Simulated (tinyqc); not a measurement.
# Changing the time t

Model: grain-boundary diffusion: Harrison regimes, Fisher and Le Claire analysis, Hart average. Computed by tinyqc, a small Python program. Command: `OMP_NUM_THREADS=1 python tinyqc.py 3003731 3003732 out.jsonl gbdiff sweep`. One thread of a shared host (Intel(R) Xeon(R) Processor @ 2.30GHz), about 0.01 s of CPU time with the checks.

A boundary is a slab of width delta with diffusivity D_b, normal to a surface held at constant concentration; it leaks into grains of diffusivity D.

Inputs (values chosen for the exercise, for a model polycrystal):
```
quantity                          value   unit
lattice prefactor D0            0.00014  m^2/s
lattice activation energy E        2.89     eV
boundary prefactor D0b          6.7e-05  m^2/s
boundary activation energy E_b     1.57     eV
boundary width delta               0.71     nm
segregation factor s                  1      -
grain size d                        1.8     um
temperature T                       967      K
```

Constants: k_B = 8.617333262e-05 eV/K.

Method:
- D = D0 exp(-E/(k_B T)), D_b = D0b exp(-E_b/(k_B T)).
- Triple product P = s delta D_b.
- l = sqrt(D t); P = s delta D_b; alpha = s delta/(2 l); beta = P/(2 D l). Regime A if l > 3 d, C if alpha > 1, B if alpha < 0.1, l < d/4 and beta > 10, otherwise a transition.
- Fisher: the mean concentration falls as exp(-y/y_F), y_F = sqrt(P) (pi t/(4 D))^(1/4), with the boundary equation P d2c/dy2 = 2 c sqrt(D/(pi t)). Le Claire (from the Whipple solution): ln c falls as -(y/y_L)^(6/5) with P = 1.322 sqrt(D/t) y_L^2.

One run for each value:
```
time t (s)  Le Claire depth y_L (um)  lattice diffusion length l (um)       beta      alpha
1.00e+01                        1.46                        1.102e-03  1.169e+06  3.222e-01
1.00e+02                        2.60                        3.484e-03  3.695e+05  1.019e-01
1.00e+03                        4.63                        1.102e-02  1.169e+05  3.222e-02
1.00e+04                        8.24                        3.484e-02  3.695e+04  1.019e-02
1.00e+05                       14.65                        1.102e-01  1.169e+04  3.222e-03
1.00e+06                       26.05                        3.484e-01  3.695e+03  1.019e-03
1.00e+07                       46.32                        1.102e+00  1.169e+03  3.222e-04
```

What does the table show, and why?

Over the rows, Le Claire depth y_L (um) rises from 1.46 to 46.3 (exponent d ln y / d ln x about 0.25 throughout); lattice diffusion length l (um) rises from 0.00110 to 1.10 (exponent d ln y / d ln x about 0.50 throughout); beta falls from 1.17e6 to 1170 (exponent d ln y / d ln x about -0.50 throughout). The exponent of Le Claire depth y_L stays at 0.25: the Le Claire depth goes as (t/D)^(1/4) at fixed P. The exponent of beta stays at -0.50: beta = P/(2 D sqrt(D t)).

Caution (rows 10.0, 100, 1.00e7): the Fisher and Le Claire forms need regime B with beta above 10.
